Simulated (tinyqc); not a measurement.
What a measurement delay does to the time exponent: bias-temperature instability from a Gaussian distribution of capture and emission barriers. Computed by tinyqc, a small Python program. Command: `OMP_NUM_THREADS=1 python tinyqc.py 3014189 3014190 out.jsonl bti walk`. One thread of a shared host (Intel(R) Xeon(R) Processor @ 2.30GHz), about 0.01 s of CPU time with the checks.

Each trap has a capture time tau_0 exp(E_c/(k_B T)) under stress and an emission time tau_0 exp(E_e/(k_B T)) after it. E_c is Gaussian, and E_e = E_c + d with d Gaussian and independent. A trap counts as filled once t_s exceeds its capture time and as emptied once t_r exceeds its emission time.

Inputs (values chosen for the exercise, for a model p-channel transistor):
```
quantity                                      value        unit
shift with all traps filled V_max                97          mV
mean capture barrier at zero field mu_c           2          eV
spread of capture barriers sigma_c             0.26          eV
lowering of mu_c per field k_F                0.054  eV/(MV/cm)
oxide field F                                   6.4       MV/cm
mean of E_e - E_c at the stress field, delta  -0.31          eV
spread of E_e - E_c, sigma_d                   0.19          eV
time constant tau_0                           1e-10           s
temperature T                                   175           C
stress time t_s                                   2           s
```

Constants: k_B = 8.617333262e-05 eV/K.

Method:
- Demarcation energies E_s = k_B T ln(t_s/tau_0), E_r = k_B T ln(t_r/tau_0); mean barrier mu = mu_c - k_F F; z = (E_s - mu)/sigma_c; Phi is the standard normal distribution.
- Temperatures in kelvin are T(C) + 273.15.
- Shift without recovery dV0 = V_max Phi(z); local time exponent n = d ln dV0/d ln t_s = (k_B T/sigma_c) exp(-z^2/2)/(sqrt(2 pi) Phi(z)); apparent activation energy n E_s.
- Remaining shift dV = V_max int_(-infinity)^(E_s) g(E_c) [1 - Phi((E_r - E_c - delta)/sigma_d)] dE_c, g the Gaussian density of E_c (Gauss-Legendre, 120 points over 7 sigma_c below E_s).
- Columns: no delay, and delays of 1 us, 1 ms and 1 s.

mean barrier mu = 1.6544 eV

Shift (mV):
```
t_s (s)   no delay    1 us        1 ms         1 s
1.00e+00     0.158   0.122  4.4409e-02  4.2519e-03
1.00e+01     0.451   0.393  1.9598e-01  3.0218e-02
1.00e+02     1.158   1.080  6.8578e-01  1.6239e-01
1.00e+03     2.679   2.586  1.9509e+00  6.6968e-01
1.00e+04     5.591   5.490  4.6360e+00  2.1594e+00
1.00e+05    10.554  10.451  9.4500e+00  5.5714e+00
1.00e+06    18.089  17.986  1.6913e+01  1.1814e+01
1.00e+07    28.279  28.175  2.7076e+01  2.1192e+01
```

What does the comparison show, and why?

Between 10 and 1000 s the apparent exponent is 0.387 without delay, 0.409 at 1 us, 0.499 at 1 ms and 0.673 at 1 s: a slow measurement loses more of a short stress than of a long one, which steepens the curve. Without delay the exponent falls from 0.456 to 0.194 over the table, so the growth is not a true power law. Caution: step-function filling and one Gaussian population are simplifications; real devices show several populations.
